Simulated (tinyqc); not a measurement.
Epitaxial growth on a vicinal surface: Burton-Cabrera-Frank step flow, step-edge barrier and island nucleation: one step, computed by the program tinyqc.

Adatoms land at rate F, hop on a square grid (a simplification for hexagonal faces), desorb, or join steps. Lengths are in units of a and n is the adatom coverage. Steps ascend at x = 0 and descend at x = l.

Question. Terrace solution. D n'' - n/tau + F = 0 with n(0) = n_eq and -l_s n'(l) = n(l) - n_eq. With u = n - F tau, A = n_eq - F tau, y = l/x_s, s = l_s/x_s: u = A cosh(x/x_s) + B sinh(x/x_s), B = A (1 - cosh y - s sinh y)/(sinh y + s cosh y). Flux into the ascending step J+ = D B/x_s, over the descending one J- = -(D/x_s)(A sinh y + B cosh y); step velocity J+ + J-; growth rate (J+ + J-)/l. For small y: J+ + J- = (F - n_eq/tau) l, J-/J+ = l/(l + 2 l_s). The coverage peaks where n' = 0, tanh(x/x_s) = -B/A.

Inputs (values chosen for the exercise, close to those used for Ge(001)): deposition rate F = 0.15 layers/s; temperature T = 540 C.

D = 1.478194e+08 a^2/s

lifetime tau = 4155.000 s

diffusion length x_s = 783702.5 a

equilibrium coverage n_eq = 2.693293e-07

terrace width l = 20.19471 a

Schwoebel length l_s = 0 a

Give: J+; J-; growth rate; peak coverage; position of the peak.

Answer.

J+ = 1.515 atoms per step site and s

J- = 1.515 atoms per step site and s

growth rate = 0.1500 layers/s

peak coverage = 3.211e-07

position of the peak = 10.10 a
